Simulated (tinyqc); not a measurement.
Physical sputtering: collision-cascade yield, angular dependence, faceting and resputtering in deposition: one step, computed by the program tinyqc.

Ions start collision cascades; atoms that reach the surface with more than U leave. The target is amorphous or fine-grained.

Problem. Yield at normal incidence. gamma = 4 M1 M2/(M1 + M2)^2; threshold E_th = 6.7 U/gamma for M1 >= M2, else U (1 + 5.7 M1/M2)/gamma. eps = 0.03255 M2 E/(Z1 Z2 (M1 + M2) z), z = (Z1^(2/3) + Z2^(2/3))^(1/2), E in eV; s_n = 3.441 sqrt(eps) ln(eps + 2.718)/(1 + 6.355 sqrt(eps) + eps (6.882 sqrt(eps) - 1.708)); S_n = 84.78 Z1 Z2 M1 s_n/((M1 + M2) z) in eV angstrom^2; alpha = 0.249 (M2/M1)^0.56 + 0.0035 (M2/M1)^1.5 for M1 <= M2, else 0.0875 (M2/M1)^(-0.15) + 0.165 M2/M1; Y0 = 0.042 Q alpha S_n/U [1 - sqrt(E_th/E)]^2.5 (the electronic-loss factor of the full formula is dropped). Erosion rate = Y0 J/(e N); 1 cm^2 = 1e14 nm^2.

Inputs (values chosen for the exercise, modelled on argon ions on tantalum):

| quantity | value | unit |
|---|---|---|
| ion Z1 | 18 | - |
| ion mass M1 | 39.95 | u |
| target Z2 | 73 | - |
| target mass M2 | 180.9 | u |
| surface binding energy U | 8.1 | eV |
| target density N | 55.5 | 1/nm^3 |
| fit factor Q | 0.57 | - |
| ion energy E | 990 | eV |
| current density J | 0.26 | mA/cm^2 |

Constants: e = 1.602176634e-19 C.

Give: energy transfer factor gamma; threshold E_th; reduced energy eps; nuclear stopping S_n; alpha; yield Y0; erosion rate.

Solution.

energy transfer factor gamma = 0.5927

threshold E_th = 30.87 eV

reduced energy eps = 0.004072

nuclear stopping S_n = 641.4 eV angstrom^2

alpha = 0.6138

yield Y0 = 0.7160 atoms per ion

erosion rate = 12.56 nm/min

The threshold factor is 0.615; the energy cost is 1380 eV per removed atom, 171 times U.
